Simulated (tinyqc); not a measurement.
# Index and thickness from Psi and Delta

Problem. Air (index 1), film, substrate with N2 = n2 - i k2; time factor exp(+i w t). q_j = sqrt(N_j^2 - sin^2 th), root with positive real part. Fresnel coefficients r_s = (q_a - q_b)/(q_a + q_b), r_p = (N_b^2 q_a - N_a^2 q_b)/(N_b^2 q_a + N_a^2 q_b). tan(Psi) exp(i Delta) = R_p/R_s, Delta taken from 0 to 360 degrees. beta = 2 pi d q1/lam, X = exp(-2 i beta), R = (r01 + r12 X)/(1 + r01 r12 X) for p and s. The film is transparent, with 1.15 < n1 < 2.9 and d under half a period. Find n1, d and the period.

Inputs (values chosen for the exercise):
```
symbol,value,unit,meaning
lam,632.8,nm,wavelength
th,70,degrees,angle of incidence
n2,3.882,,index of the substrate
k2,0.019,,extinction coefficient of the substrate
```

Psi = 15.487847 degrees
Delta = 107.91067 degrees

Answer. Two measured angles fix two unknowns; a search from many starts finds one solution in the range given. Thicker films with d plus a multiple of the period give the same angles.

n1 = 2.041
d = 25.37 nm
period = 174.6 nm

Computed by the program tinyqc: `OMP_NUM_THREADS=1 python tinyqc.py 2870215 2870216 out.jsonl`, one thread of a shared Intel Xeon 2.30GHz, about 0.3 s for the whole run.
